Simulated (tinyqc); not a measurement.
# Long-channel MOSFET, surface-potential model, step by step

Computed by the program tinyqc: `OMP_NUM_THREADS=1 python tinyqc.py 2360068 2360069 out.jsonl`, one thread of a shared Intel Xeon 2.30GHz, about 0.03 s for the whole run. Printed values are rounded.

n-channel transistor on a uniformly doped p-type body, gradual-channel approximation, constant mobility, Boltzmann statistics, full ionisation. Potentials are counted from the neutral body; V is the electron quasi-Fermi potential, Vsb at the source and Vsb + Vds at the drain. Charges are magnitudes per area.

Parameters, values chosen for the exercise; material values close to those of silicon:
- T = 293 K (temperature)
- Eg = 1.14 eV (band gap)
- eps_r = 11.8 (relative permittivity of the semiconductor)
- Nc = 2.67e19 cm^-3 (conduction-band density of states at T)
- Nv = 2.57e19 cm^-3 (valence-band density of states at T)
- Na = 4.2e16 cm^-3 (acceptor density of the body)
- eox = 7.59 (relative permittivity of the gate insulator)
- tox = 7 nm (insulator thickness)
- Vfb = -0.97 V (flat-band voltage)
- mu = 190 cm^2/(V s) (channel mobility)
- W = 2 um (gate width)
- L = 10 um (gate length)
- Vsb = 2 V (source-body reverse bias)
- Vgs = 0.4 V (gate-source voltage)
- Vds = 0.1 V (drain-source voltage)

Constants: q = 1.602176634e-19 C, kB = 1.380649e-23 J/K, Vt = kB T/q, eps0 = 8.8541878128e-14 F/cm where lengths are in cm. Results are converted to the units shown.

Range of the model: The surface electron density at the source passes 0.3 Nc, where degeneracy, left out here, matters.

## Body potential, insulator capacitance and body factor

ni = sqrt(Nc Nv) exp(-Eg/(2 Vt)), Eg in volts; phiF = Vt ln(Na/ni); Cox = eps0 eox/tox; gamma = sqrt(2 q eps0 eps_r Na)/Cox. VT = Vfb + 2 phiF + gamma sqrt(2 phiF + Vsb), m = 1 + gamma/(2 sqrt(2 phiF + Vsb)).

ni = 4.110319e9 cm^-3
phiF = 0.4075073 V
Cox = 0.9600469 uF/cm^2
gamma = 0.1235144 V^0.5
VT = 0.05224724 V
m = 1.036808

## Iteration 1: surface potential at the source by Newton steps

psi at the start (the smaller of 2 phiF + Vsb + 4 Vt and the root without inversion charge) = 2.916010 V

With V = Vsb: G = psi - Vt + Vt e, e = exp((psi - 2 phiF - Vsb)/Vt); f = Vgs + Vsb - Vfb - psi - gamma sqrt(G); f' = -1 - gamma (1 + e)/(2 sqrt(G)); psi(new) = psi - f/f'.

G = 4.269310 V
f = 0.1987807 V
f' = -2.661777
psi after iteration 1 = 2.990690 V

## Iteration 2: surface potential at the source by Newton steps

As before.

G = 29.50892 V
f = -0.2916462 V
f' = -12.96303
psi after iteration 2 = 2.968191 V

## Course of the iteration: surface potential at the source by Newton steps

Stop when psi changes by less than 1e-10 V, or after 40 iterations.

Course of the iteration:
```
iteration   psi (V)  |change| (V)
1          2.990690        0.0747
2          2.968191        0.0225
3          2.961154       7.04e-3
4          2.960577       5.77e-4
5          2.960573       3.58e-6
6          2.960573      1.37e-10
7          2.960573             0
```

Converged in 7 iterations. At the end the number of correct digits about doubles with each step.

## Charges and current of the charge-sheet model

psi_0 = 2.960573 V
psi_L = 3.042884 V

psi_0 and psi_L solve Vgs + Vsb - Vfb - psi = gamma sqrt(G) at V = Vsb and Vsb + Vds. Qi = Cox gamma [sqrt(G) - sqrt(psi - Vt)], G = psi - Vt + Vt exp((psi - 2 phiF - V)/Vt), at both ends. With U = Vgs + Vsb - Vfb: drift = mu (W/L) Cox [U (psi_L - psi_0) - (psi_L^2 - psi_0^2)/2 - (2/3) gamma ((psi_L - Vt)^1.5 - (psi_0 - Vt)^1.5)]; diffusion = mu (W/L) Vt (Qi0 - QiL).

Qi0 = 189.9088 nC/cm^2
QiL = 108.0580 nC/cm^2
drift current = 0.4659807 uA
diffusion current = 0.07853208 uA
drain current = 0.5445128 uA

Drift carries 85.6 % of the current.

## Inversion charge along the channel

V, point 0 to 6 (V): 2  2.016667  2.033333  2.05  2.066667  2.083333  2.1

The surface potential psi at channel potential V solves Vgs + Vsb - Vfb - psi = gamma sqrt(G), G = psi - Vt + Vt exp((psi - 2 phiF - V)/Vt). Charge sheet: Qi = Cox gamma [sqrt(G) - sqrt(psi - Vt)]. Pao-Sah: Qi = (Cox gamma/2) integral from 3 Vt to psi of exp((u - 2 phiF - V)/Vt)/sqrt(G(u, V)) du.

```
point   psi (V)  Qi, charge sheet (nC/cm^2)  Qi, Pao-Sah (nC/cm^2)
0      2.960573                    189.9088               190.5887
1      2.974733                    175.8251               176.4597
2      2.988747                    161.8882               162.4774
3      3.002595                    148.1172               148.6608
4      3.016254                    134.5353               135.0332
5      3.029695                    121.1706               121.6229
6      3.042884                    108.0580               108.4649
```

At the source the charge-sheet charge is 0.36 % below the Pao-Sah one.

## Pao-Sah current by Simpson's rule

I = mu (W/L) integral of Qi dV; Simpson's rule on the 7 points, step Vds/6, weights 1, 4, 2, ..., 4, 1 times step/3.

Pao-Sah current = 0.5659991 uA

Gauss-Legendre quadrature on many points gives 0.5660 uA, so this value is within 0.01 % of it; the charge-sheet current, 0.5445 uA, is 3.8 % below it.
